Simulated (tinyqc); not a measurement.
Worked calculation: capillary instabilities by surface diffusion: grooving and agglomeration of films, edge retraction, wire break-up and smoothing of roughness. Computed by tinyqc, a small Python program that keeps every step. Command: `OMP_NUM_THREADS=1 python tinyqc.py 3003405 3003406 out.jsonl dewet walk`. One thread of a shared host (Intel(R) Xeon(R) Processor @ 2.30GHz), about 0.01 s of CPU time with the checks. Intermediate numbers are printed to about 7 digits and carried at full precision; extremes and crossings named in words are read from the listed rows.

Isotropic surface energy; shapes change by surface diffusion alone.

Inputs (values chosen for the exercise, of the order of those of a cobalt film):

| quantity | value | unit |
|---|---|---|
| surface energy gamma_s | 2.14 | J/m^2 |
| grain-boundary energy gamma_b | 0.85 | J/m^2 |
| interface energy gamma_i | 1.3 | J/m^2 |
| contact angle on the substrate theta | 100 | degrees |
| atomic volume Omega | 11.1 | angstrom^3 |
| surface sites nu | 12 | 1/nm^2 |
| prefactor D0 | 3.8e-06 | m^2/s |
| activation energy Q | 1.52 | eV |
| temperature T | 1116 | K |
| time t | 710 | s |
| film thickness h | 32 | nm |
| grain radius R | 640 | nm |
| wire radius r | 6.3 | nm |
| initial ripple over radius | 0.01 | - |
| roughness wavelength lambda | 26 | nm |

Grooves: at the surface and the interface.

Constants: k_B = 8.617333262e-05 eV/K; k_B = 1.380649e-23 J/K.

## The Mullins constant

B = D_s nu gamma_s Omega^2/(k_B T), D_s = D0 exp(-Q/(k_B T)).

D_s = 5.194809e-13 m^2/s

B = 106675.1 nm^4/s

length (B t)^(1/4) = 93.28898 nm

Lengths grow as t^(1/4): doubling one takes 16 times as long, or roughly 260 K more.

## Will grooves cut through?

Groove angle beta: sin(beta) = gamma_b/(2 gamma). For circular grains of radius R with spherical caps the groove ends (measured from the mean surface) at the depth R g(beta), g = (2 - 3 cos beta + cos^3 beta)/(3 sin^3 beta). The film parts if R [g(beta_s) + g(beta_i)] > h.

beta_s = 11.45499 degrees

beta_i = 19.08212 degrees

sum of g = 0.1351483

critical R/h = 7.399281

final depth over h = 2.702965

Given enough time, the grooves reach through: holes open at boundaries and, earlier, at triple junctions.

## Groove growth in time

Mullins' isolated groove: depth below the flat surface d = 0.780 m (B t)^(1/4), m = tan(beta_s), width between the ridges 4.6 (B t)^(1/4); time to reach h: (h/(0.780 m))^4/B.

groove depth = 14.74477 nm

groove width = 429.1293 nm

time to reach the substrate = 15750.91 s

## Retraction of a straight edge

A rim shaped as a circular segment with contact angle theta holds the area h x; its radius r obeys r^2 (theta - sin theta cos theta) = h x. To advance, the edge must carry a strip of the rim height H = r (1 - cos theta) over the rim, driven by the curvature 1/r over the distance r theta (the scaling argument of Brandon and Bradshaw): H dx/dt = B/(theta r^2) gives x^(5/2) = (5/2) B t c^(3/2)/(theta (1 - cos theta) h^(3/2)), c = theta - sin theta cos theta.

retraction x = 283.6168 nm

rim height H = 80.76862 nm

present speed = 0.1597841 nm/s

The rim is 2.5 times the film thickness. x goes as t^(2/5) h^(-3/5): thin films retract faster.

## Break-up of a free wire

A wire with r + A cos(k z) has dA/dt = (B/r^4) (kr)^2 [1 - (kr)^2] A: unstable for wavelengths above 2 pi r, fastest at kr = 1/sqrt 2 with the rate B/(4 r^4); break-up time about (4 r^4/B) ln(r/A0); each wavelength makes a sphere of radius (3 r^2 lambda_m/4)^(1/3).

fastest wavelength = 55.98033 nm

break-up time = 0.2720225 s

radius of the spheres = 11.85567 nm

t over the break-up time = 2610.078

The wire breaks up within t. Caution: faceting can stabilise wires along low-index directions.

## Smoothing against break-up

Roughness of wavelength lambda on a flat face decays as exp[-B (2 pi/lambda)^4 t]; the smoothing time is that for a factor e^3.

Times (s); the last column is (h/(0.780 tan beta_s))^4/B:

| T (K) | B (nm^4/s) | smoothing | wire break-up | groove to depth h |
|---|---|---|---|---|
| 949 | 7772 | 0.1131780 | 3.733661 | 216190.1 |
| 1004 | 20336 | 0.0432544 | 1.426932 | 82623.6 |
| 1060 | 48729 | 0.0180514 | 0.595503 | 34481.4 |
| 1116 | 106675 | 0.0082458 | 0.272022 | 15750.9 |
| 1172 | 216164 | 0.0040692 | 0.134241 | 7773.0 |
| 1228 | 409809 | 0.0021464 | 0.070809 | 4100.0 |
| 1339 | 1236312 | 0.0007115 | 0.023471 | 1359.1 |

All times share 1/B, so their ratios do not depend on T: break-up over smoothing is 33. An anneal can smooth this roughness well before the wire breaks. Smoothing is safe for lambda well below 2 pi r, above which a ripple along the wire grows instead. B spans 2.2 decades over these rows.

Checks made by the program: g against the volume of a spherical cap (relative difference below 1e-10).
